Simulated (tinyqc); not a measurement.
Swing curve: thickness of the top film: thin-film optics by transfer matrices.

Indices N = n + i k. Snell: N0 sin(theta) = N_j sin(theta_j), with Im(N_j cos theta_j) >= 0. Admittance y_j = N_j cos theta_j for s and N_j/cos theta_j for p. Phase delta_j = 2 pi N_j cos theta_j d_j/lambda. Layer matrix [[cos delta, -i sin delta/y], [-i y sin delta, cos delta]], multiplied from the top down to M. (B, C) = M (1, y_sub); r = (y0 B - C)/(y0 B + C), R = |r|^2, T = 4 Re y0 Re y_sub/|y0 B + C|^2, absorbed in the films 1 - R - T.

Parameters, chosen for this exercise (indices near those of HfO2, SiO2 on Cu; shifted at random, so the results belong to these values and not to a real crystal): lam = 633 nm (vacuum wavelength); n0 = 1 (ambient index); n = (2.043, 1.439, 0.266) (n of HfO2, SiO2, substrate); k = (0, 0, 3.376) (k in the same order); d = (7.8, 48.1) nm (thicknesses, top first); theta = 0 degrees (angle of incidence); pol = s (polarisation).

The first entry of d takes the values listed.

Stack:

| d_1 (nm) | R | T | absorbed |
|---|---|---|---|
| 7.8 | 0.8494 | 0.1506 | 0.0000 |
| 33.6 | 0.8716 | 0.1284 | 0.0000 |
| 59.4 | 0.9367 | 0.0633 | 0.0000 |
| 111.1 | 0.9536 | 0.0464 | 0.0000 |
| 136.9 | 0.9260 | 0.0740 | 0.0000 |
| 162.7 | 0.8494 | 0.1506 | 0.0000 |
| 188.5 | 0.8715 | 0.1285 | 0.0000 |
| 214.4 | 0.9368 | 0.0632 | 0.0000 |
| 240.2 | 0.9559 | 0.0441 | 0.0000 |
| 266.0 | 0.9536 | 0.0464 | 0.0000 |
| 291.8 | 0.9260 | 0.0740 | 0.0000 |
| 317.6 | 0.8495 | 0.1505 | 0.0000 |

Give the missing row, d_1 (nm) = 85.3.

Computed row:
```
d_1 (nm)       R       T  absorbed
85.3      0.9559  0.0441    0.0000
```

R swings between 0.8494 and 0.9559 on these points. The period is lambda/(2 Re(N_1 cos theta_1)) = 154.9 nm, six rows. The film does not absorb, so the swing repeats exactly. The swing ratio (max - min)/mean is 0.12.

Run: tinyqc, `OMP_NUM_THREADS=1 python tinyqc.py 1650777 1650778 out.jsonl`; Intel(R) Xeon(R) Processor @ 2.30GHz, one thread, shared host; about 0.01 s of CPU time with all checks.
